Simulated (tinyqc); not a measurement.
Space-charge-limited current with shallow traps: one step of the calculation.

One carrier type, drift only, an injecting contact at x = 0 (zero field) and thickness L. The share th = y/(1 + y), y = (Nc/Nt) exp(-Et/kB T), of the injected charge is free: J = q mu n F, eps0 eps_r dF/dx = q (n - n0)/th.

Task. The exact current. Exact: with u = n0/n(L), w = -u - ln(1 - u) and v = -u - u^2/2 - ln(1 - u), V = (q n0 L^2/(th eps0 eps_r)) v/w^2 and J = q^2 n0^2 mu L/(th eps0 eps_r w). v/w^2 falls steadily with u, so u follows by bisection.

Inputs (values chosen for the exercise): temperature T = 350 K; relative permittivity eps_r = 9.6; mobility mu = 1.4 cm^2/(V s); thickness L = 670 nm; band density of states Nc = 5e20 cm^-3; trap density Nt = 4.2e16 cm^-3; trap depth Et = 0.2 eV; free carrier density in equilibrium n0 = 9.1e14 cm^-3; voltage V = 4.9 V.

Constants: q = 1.602176634e-19 C, kB = 1.380649e-23 J/K, Vt = kB T/q, eps0 = 8.8541878128e-14 F/cm where lengths are in cm. Results are converted to the units shown.

Give: v/w^2; u; w; J; exit field over V/L.

Result.

v/w^2 = 5.9827
u = 0.19666
w = 0.022316
J = 111.81 A/cm^2
exit field over V/L = 1.4730

J is 3.1 % below the plain sum of the two limits; the exit field lies between the ohmic 1 and the Mott-Gurney 1.5.

Range of the model: Diffusion and a field-dependent mobility are left out. With injecting contacts the diffusion current, about 4 pi^2 Vt th eps0 eps_r mu V/L^3, equals the Mott-Gurney current at V = 35 kB T/q (0.9 V at 300 K), so the drift-only result needs V well above that.

Program tinyqc, `OMP_NUM_THREADS=1 python tinyqc.py 2370171 2370172 out.jsonl`; Intel Xeon 2.30GHz, shared host, one thread, about 0.01 s.
